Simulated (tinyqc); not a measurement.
Localisation in a chain with random site energies (transfer matrices), step by step. Values are carried at full precision from step to step, so a last printed digit may differ when a step is redone from the rounded ones.

Hopping -t; leads with site energy 0, E = -2t cos(ka). psi_(j+1) = ((e_j - E)/t) psi_j - psi_(j-1), a product of matrices M_j = [[(e_j - E)/t, -1], [1, 0]]. For M = M_N ... M_1 the transmission is T = 4 sin^2(ka)/|M21 - M12 + M22 exp(ika) - M11 exp(-ika)|^2. Long samples draw e_j = W (x_j/2147483647 - 1/2) from x_j = 16807 x_(j-1) mod 2147483647, starting at x0. The localisation length xi, in sites, is defined by ln T = -2N/xi on average; weak disorder gives xi = 24 (4t^2 - E^2)/W^2, and the mean free path for backscattering is xi/2.

Values chosen for the exercise: t = 1.46 eV (hopping); E = -2.26 eV (energy); e = (-0.08, 0.72, -0.37, 1.45, -0.71, -1.1, -1.13, 0.31, -1.17, -0.84) eV (site energies of the short sample); W = 2.92 eV (full width of the disorder); a = 3.3 angstrom (spacing).

## The product of transfer matrices

Multiply site by site and give T for each length.

Running product:
```
j   (e_j - E)/t      M11      M12      M21      M22       T
1        1.4932   1.4932  -1.0000   1.0000   0.0000  0.9981
2        2.0411   2.0477  -2.0411   1.4932  -1.0000  0.8804
3        1.2945   1.1576  -1.6422   2.0477  -2.0411  0.8974
4        2.5411   0.8939  -2.1320   1.1576  -1.6422  0.8081
5        1.0616  -0.2086  -0.6212   0.8939  -2.1320  0.7299
6        0.7945  -1.0596   1.6385  -0.2086  -0.6212  0.4709
7        0.7740  -0.6115   1.8893  -1.0596   1.6385  0.8527
8        1.7603  -0.0168   1.6872  -0.6115   1.8893  0.7696
9        0.7466   0.5990  -0.6297  -0.0168   1.6872  0.3807
10       0.9726   0.5994  -2.2996   0.5990  -0.6297  0.4229
```

T is 0.4229 for the whole sample and does not fall steadily (it rises at j = 3, 7 and 10): reflected waves interfere. The determinant of M stays 1.

## The same sites added without interference

One site alone reflects R_j = e_j^2/(e_j^2 + 4t^2 - E^2); incoherent addition sums R/(1 - R), and T = 1/(1 + sum).

R_j: 0.0019  0.1317  0.0385  0.3808  0.1285  0.2614  0.2719  0.0273  0.2859  0.1711

sum of R/(1 - R) = 2.3183
T without interference = 0.3014

The coherent product gives 0.4229 for this sample.

## Weak-disorder lengths

Form ka, xi, xi a and the mean free path xi a/2.

ka = 0.6857 rad
xi = 9.62 sites

lengths (nm): localisation 3.176, mean free path 1.588

The formula needs xi well above one site.

## Checks

- T from the product against the Green function: both 0.42289.

tinyqc: `OMP_NUM_THREADS=1 python tinyqc.py 1450618 1450619 out.jsonl`; about 0.07 s, one thread, shared Intel(R) Xeon(R) Processor @ 2.30GHz.
